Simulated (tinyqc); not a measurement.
Deep-level transient spectroscopy (DLTS) of one majority-carrier trap: one step, computed by the program tinyqc. Command: `OMP_NUM_THREADS=1 python tinyqc.py 3007833 3007834 out.jsonl dlts walk`. One thread of a shared host (Intel(R) Xeon(R) Processor @ 2.30GHz), about 0.05 s of CPU time with the checks.

A filling pulse loads the traps in a one-sided junction; under reverse bias they empty at the rate e, and the capacitance relaxes as C(t) = C_0 - dC exp(-e t). The signal is S = [C(t_2) - C(t_1)]/dC.

Problem. Rate window and signal. S(e) = exp(-e t_1) - exp(-e t_2) peaks at the rate window e_0 = ln(t_2/t_1)/(t_2 - t_1).

Inputs (values chosen for the exercise, for a model semiconductor): gate time t_1 = 0.0003 s; ratio t_2/t_1 = 2.5; temperature T = 314 K.

Carriers: electrons. Extra term: none.

emission rate e = 12.22511 1/s

Give: rate window e_0; peak height S_max; signal at T.

Solution.

rate window e_0 = 2036.2 1/s

peak height S_max = 0.32573

signal at T = 0.0054661

At this T the trap empties slower than the window, by a factor 167: the point lies on the low-temperature side of the peak.
